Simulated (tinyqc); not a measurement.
Trap density from one capacitance.

Question. Traps spread evenly through the insulator exchange electrons with the semiconductor by tunnelling, with tau(x) = t0 exp(2 ka x) at depth x from the interface. The admittance per area Y seen at depth x obeys dY/dx = -Y^2/(i w eps0 eox) + q Nb ln(1 + i w tau)/tau, with Y(0) = i w Cs and w = 2 pi f; the gate sees Y(tox) = G + i w C. Working variable y = Y/(i w), in uF/cm^2. Cox = eps0 eox/tox. Find Nb and G/w.

Values chosen for this exercise: relative permittivity of the insulator eox = 18.3; insulator thickness tox = 3.5 nm; semiconductor capacitance in accumulation Cs = 0.51 uF/cm^2; decay constant of the wave function in the insulator ka = 4.7 1/nm; time constant of a trap at the interface t0 = 2e-10 s; frequency f = 1e6 Hz.

Constants: q = 1.602176634e-19 C, eps0 = 8.8541878128e-14 F/cm where lengths are in cm. Results are converted to the units shown.

C = 1.3246039 uF/cm^2

Solution. C rises steadily with Nb, so one density matches; in practice ka and t0 must come from the frequency dependence.

Nb = 9.50e19 cm^-3 eV^-1
G/w = 0.156 uF/cm^2

Computed by the program tinyqc: `OMP_NUM_THREADS=1 python tinyqc.py 2202002 2202003 out.jsonl`, one thread of a shared Intel Xeon 2.30GHz, about 0.3 s for the whole run.
